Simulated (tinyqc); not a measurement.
# Electron continuity equation in a given potential, Scharfetter-Gummel discretisation: current and errors against the applied potential

Steady state in one dimension: J = q mu n E + q D dn/dx with E = -dpsi/dx and D = mu Vt, dJ/dx = q (n/tau - G), fixed densities nL and nR at the ends. The potential is given, psi = U x/L - Ub exp(-((x/L - xb)/sb)^2), and is not changed by the electrons.

12 equal intervals. Fluxes J_i = (q D/h)(n_(i+1) P_i - n_i Q_i), d_i = (psi_(i+1) - psi_i)/Vt: Scharfetter-Gummel P = B(d), Q = B(-d), B(d) = d/(exp(d) - 1); central P = 1 - d/2, Q = 1 + d/2; upwind P = 1 + max(-d, 0), Q = 1 + max(d, 0). Balance at each inner node: J_i - J_(i-1) = q h (n_i/tau - G). The reference is Scharfetter-Gummel on 4000 intervals or more. Errors are those of J on the first interval against the reference at its midpoint; errors under 1e-6 % are printed as 0.

Parameters, values chosen for the exercise; mobility close to that of silicon at room temperature: temperature T = 250 K; electron mobility mu = 1360 cm^2/(V s); length of the region L = 16 um; density at x = 0 nL = 3.6e14 cm^-3; density at x = L nR = 3.4e13 cm^-3; lifetime tau = 3.3e-8 s; uniform generation rate G = 0 cm^-3 s^-1; depth of the dip in psi (a barrier for electrons) Ub = 0.23 V; position of the barrier over L xb = 0.68; width of the barrier over L sb = 0.17.

Constants: q = 1.602176634e-19 C, kB = 1.380649e-23 J/K, Vt = kB T/q. Results are converted to the units shown.

Result of one run:
columns A: U (V); B: largest |d|; C: reference J (A/cm^2); D: SG error (%); E: central error (%); F: upwind error (%); G: most negative central n (cm^-3), 0 if none
```
A          B        C        D      E     F         G
0.013  4.329  -0.9690  -0.0238  -4.32  11.9  -1.38e13
```

What becomes of these results when the potential difference psi(L) - psi(0) U is changed from 0.013 to 0.57 V, all else the same?

Result of the changed run:
columns A: U (V); B: largest |d|; C: reference J (A/cm^2); D: SG error (%); E: central error (%); F: upwind error (%); G: most negative central n (cm^-3), 0 if none
```
A         B       C      D      E      F         G
0.57  6.483  -27.89  0.146  0.146  -4.43  -1.46e14
```

The whole series:
columns A: U (V); B: largest |d|; C: reference J (A/cm^2); D: SG error (%); E: central error (%); F: upwind error (%); G: most negative central n (cm^-3), 0 if none
```
A          B        C        D       E       F         G
0.013  4.329  -0.9690  -0.0238   -4.32    11.9  -1.38e13
0.052  4.480   -1.414   0.0797   -3.58    12.9  -1.97e13
0.13   4.781   -3.111    0.160  -0.364    4.44  -2.01e12
0.26   5.284   -9.716    0.262    5.40   -12.3  -2.10e14
0.39   5.787   -18.30    0.253    3.13   -12.4  -9.85e14
0.57   6.483   -27.89    0.146   0.146   -4.43  -1.46e14
0.78   7.296   -38.20    0.132  0.0644  -0.673         0
1.2    8.920   -58.77    0.116   0.355   0.114         0
```

The reference current falls from -0.969 to -58.8 A/cm^2. The largest errors in size are 0.26 % (Scharfetter-Gummel), 5.4 % (central) and 13 % (upwind). Central differences give negative densities for U = 0.013, 0.052, 0.13, 0.26, 0.39, 0.57 V; these rows have |d| above 2, which makes negative values possible though not certain.

tinyqc, about 0.01 s, one thread, Intel Xeon 2.30GHz (shared host): `OMP_NUM_THREADS=1 python tinyqc.py 2220020 2220021 out.jsonl`
